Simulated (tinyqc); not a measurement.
Inside a calculation: special k points of the square lattice. Values are carried at full precision from step to step, so a last printed digit may differ when a step is redone from the rounded ones.

Lattice vectors in units of a: a1 = (1, 0), a2 = (0, 1); reciprocal vectors b_i with a_i . b_j = 2 pi delta_ij. Mesh: k = sum_i f_i b_i with f_i = (2 j_i + shift)/(2 N), j_i = 0 .. N-1. The point group of the lattice has 8 operations; only those that map the mesh onto itself are used.

Parameters, chosen for this exercise: N = 8 (points along each reciprocal vector); shift = 1 (half steps); D = 2.15 eV (half gap term); t = 1.44 eV (coupling); e0 = 3.15 eV (offset).

## Irreducible points and weights

Join points that an operation carries into one another (modulo reciprocal vectors); list each class by its first point in the order of (j1, j2, ...).

Irreducible points:
```
f1          f2  weight
0.0625  0.0625       4
0.0625  0.1875       8
0.0625  0.3125       8
0.0625  0.4375       8
0.1875  0.1875       4
0.1875  0.3125       8
0.1875  0.4375       8
0.3125  0.3125       4
0.3125  0.4375       8
0.4375  0.4375       4
```

operations that keep the mesh = 8
irreducible points = 10

The weights add up to 64 = N^2; symmetry saves a factor 6.4.

## Which stars the mesh integrates

A_m(k) = sum over the m-th star of lattice vectors R of cos(k . R), stars in order of length: m = 1: |R|^2 = 1, 4 vectors, such as (1, 0) in the basis a_i; m = 2: |R|^2 = 2, 4 vectors, such as (1, 1) in the basis a_i; m = 3: |R|^2 = 4, 4 vectors, such as (2, 0) in the basis a_i; m = 4: |R|^2 = 5, 8 vectors, such as (2, 1) in the basis a_i; m = 5: |R|^2 = 8, 4 vectors, such as (2, 2) in the basis a_i; m = 6: |R|^2 = 9, 4 vectors, such as (3, 0) in the basis a_i. The zone mean of every A_m is zero.

Lattice vectors in units of a: a1 = (1, 0), a2 = (0, 1); f are fractions of the reciprocal vectors. Evaluate the first six A_m at each irreducible point (k . R = 2 pi sum f_i n_i) and form the weighted means.

A_m at the points, rows 1, 2, 3, 4, 5, 6, 7, 8, 9, 10; columns m=1, m=2, m=3, m=4, m=5, m=6:
```
[[3.696, 3.414, 2.828, 5.226, 2.000, 1.531],
 [2.613, 1.414, 0.000, -1.531, -2.000, -1.082],
 [1.082, -1.414, 0.000, -3.696, -2.000, 2.613],
 [0.000, -3.414, 2.828, 0.000, 2.000, 0.000],
 [1.531, 0.586, -2.828, -2.165, 2.000, -3.696],
 [0.000, -0.586, -2.828, 0.000, 2.000, 0.000],
 [-1.082, -1.414, 0.000, 3.696, -2.000, -2.613],
 [-1.531, 0.586, -2.828, 2.165, 2.000, 3.696],
 [-2.613, 1.414, 0.000, 1.531, -2.000, 1.082],
 [-3.696, 3.414, 2.828, -5.226, 2.000, -1.531]]
```

weighted means: m=1 0.000, m=2 0.000, m=3 0.000, m=4 0.000, m=5 0.000, m=6 0.000

All six means vanish: the mesh is exact for functions whose Fourier series ends within these stars.

## A zone average from the irreducible points

Test function, the lower band of a two-band insulator: E(k) = -sqrt(D^2 + (e0 - t A_1(k))^2).

Lattice vectors in units of a: a1 = (1, 0), a2 = (0, 1). Evaluate E at each point and take the weighted mean; the reference uses the unshifted mesh with N = 96.

E at the points (eV): [-3.0558, -2.2357, -2.6749, -3.8138, -2.3488, -3.8138, -5.1763, -5.7698, -7.2395, -8.7401]

weighted mean = -4.3639 eV
reference mean = -4.3638 eV

The error is -0.10 meV with 10 points.

## Checks

- Weighted mean over irreducible points against the plain mean over the whole mesh (eV): both -4.363898.
- Reference mean against a mesh of N = 102 (eV): both -4.3638.

(tinyqc, `OMP_NUM_THREADS=1 python tinyqc.py 1681608 1681609 out.jsonl`, Intel(R) Xeon(R) Processor @ 2.30GHz, 1 thread, shared host, about 0.09 s.)
